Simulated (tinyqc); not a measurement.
Inside a calculation. Model: drifting, spreading and decaying minority pulse (Haynes-Shockley), Crank-Nicolson time steps.

Program tinyqc, `OMP_NUM_THREADS=1 python tinyqc.py 2310115 2310116 out.jsonl`; Intel Xeon 2.30GHz, shared host, one thread, about 0.01 s. Printed values are rounded.

Low injection in a uniform field: dn/dt = D d2n/dx2 - v dn/dx - n/tau with D = mu Vt and v = mu F towards +x. Exact solution on an infinite bar for a Gaussian start at x0: n = N0 exp(-t/tau) exp(-(x - x0 - v t)^2/(2 s^2))/sqrt(2 pi s^2), s^2 = s0^2 + 2 D t.

Values chosen for this exercise; mobility close to that of silicon at room temperature: temperature T = 250 K; minority-carrier mobility mu = 469 cm^2/(V s); sweep field along the drift F = 37 V/cm; mesh step hx = 4.1 um; lifetime tau = 8.7e-8 s; injected sheet density N0 = 3e9 cm^-2; time step dt = 7.3e-9 s; initial width (standard deviation) s0 = 3.9 um.

Constants: q = 1.602176634e-19 C, kB = 1.380649e-23 J/K, Vt = kB T/q. Results are converted to the units shown.

## Coefficients of the scheme

Exponentially fitted fluxes: d = F hx/Vt, B(d) = d/(exp(d) - 1), k = D dt/hx^2; (L n)_i = a n_(i-1) + b n_i + c n_(i+1) with a = k B(-d), c = k B(d), b = -a - c - dt/tau. Explicit steps keep n positive for dt up to 1/[(D/hx^2)(B(d) + B(-d)) + 1/tau].

D = 10.1038 cm^2/s
v = 17353.0 cm/s
d = 0.704162
a = 0.611240
b = -0.997420
c = 0.302272
positivity limit of dt = 7.31888e-9 s

dt is 1.0 times the explicit limit. On this mesh the fitted flux acts like a diffusion coefficient (d/2) coth(d/2) D = 1.04 D for a travelling pulse, before the error of the time steps.

## Initial pulse

Nodes x_i = i hx, i = 1 to 9, n = 0 at nodes 0 and 10; the Gaussian at t = 0 with x0 = 4 hx.

| node | n at t = 0 (1e12 cm^-3) |
|---|---|
| 1 | 0.02124 |
| 2 | 0.33652 |
| 3 | 1.76594 |
| 4 | 3.06879 |
| 5 | 1.76594 |
| 6 | 0.33652 |
| 7 | 0.02124 |
| 8 | 0.00044 |
| 9 | 0.00000 |

## Step 1: densities after a time step

(L n)_i = a n_(i-1) + b n_i + c n_(i+1), n = 0 beyond the ends. Crank-Nicolson step: solve n(new) - L n(new)/2 = n + L n/2.

| node | n at t = 1 dt (1e12 cm^-3) |
|---|---|
| 1 | 0.08535 |
| 2 | 0.43942 |
| 3 | 1.25980 |
| 4 | 1.99743 |
| 5 | 1.74408 |
| 6 | 0.85631 |
| 7 | 0.25623 |
| 8 | 0.05793 |
| 9 | 0.01190 |

## Step 2: densities after a time step

As before.

| node | n at t = 2 dt (1e12 cm^-3) |
|---|---|
| 1 | 0.11417 |
| 2 | 0.40964 |
| 3 | 0.94131 |
| 4 | 1.44145 |
| 5 | 1.47364 |
| 6 | 1.01801 |
| 7 | 0.49175 |
| 8 | 0.17837 |
| 9 | 0.05217 |

## Step 3: densities after a time step

As before.

| node | n at t = 3 dt (1e12 cm^-3) |
|---|---|
| 1 | 0.11498 |
| 2 | 0.35185 |
| 3 | 0.72572 |
| 4 | 1.09305 |
| 5 | 1.21335 |
| 6 | 1.00105 |
| 7 | 0.62489 |
| 8 | 0.30431 |
| 9 | 0.11588 |

## Course in time

The same steps, now on nodes 1 to 60 (n = 0 at nodes 0 and 61), for 24 steps; centre = sum x n/sum n. Deviations are from the exact pulse, as a share of its largest value on the nodes; a run counts as stable if they stay under 100 %.

Course of the iteration:

| step | hx sum n (cm^-2) | centre (um) | most negative n (cm^-3), 0 if none | largest deviation (% of the peak) |
|---|---|---|---|---|
| 1 | 2.75190e9 | 17.7093 | 0 | 2.30 |
| 2 | 2.51843e9 | 19.0649 | 0 | 2.63 |
| 3 | 2.30199e9 | 20.4506 | 0 | 2.68 |
| 4 | 2.10362e9 | 21.8500 | 0 | 2.75 |
| 5 | 1.92281e9 | 23.2526 | 0 | 3.68 |
| 6 | 1.75833e9 | 24.6526 | 0 | 4.47 |
| 7 | 1.60877e9 | 26.0470 | 0 | 5.22 |
| 8 | 1.47269e9 | 27.4343 | 0 | 5.91 |
| 9 | 1.34878e9 | 28.8140 | 0 | 6.33 |
| ... | ... | ... | ... | ... |
| 16 | 7.36320e8 | 38.2769 | 0 | 7.24 |
| 17 | 6.75983e8 | 39.6059 | 0 | 7.16 |
| 18 | 6.20691e8 | 40.9304 | 0 | 7.15 |
| 19 | 5.70003e8 | 42.2509 | 0 | 7.09 |
| 20 | 5.23519e8 | 43.5675 | 0 | 7.03 |
| 21 | 4.80881e8 | 44.8806 | 0 | 6.98 |
| 22 | 4.41758e8 | 46.1906 | 0 | 6.95 |
| 23 | 4.05855e8 | 47.4976 | 0 | 6.91 |
| 24 | 3.72898e8 | 48.8019 | 0 | 6.87 |

The run is stable. After 24 steps the deviation is 6.9 % of the peak. From step 1 to the last the centre has moved at 1.07 v and the content is 6.9 % below N0 exp(-t/tau). On an endless mesh these steps would give a speed of 1.00 v and a content of 0.999 times the exact one, from dt/tau = 0.0839 alone; the rest comes from the absorbing ends.
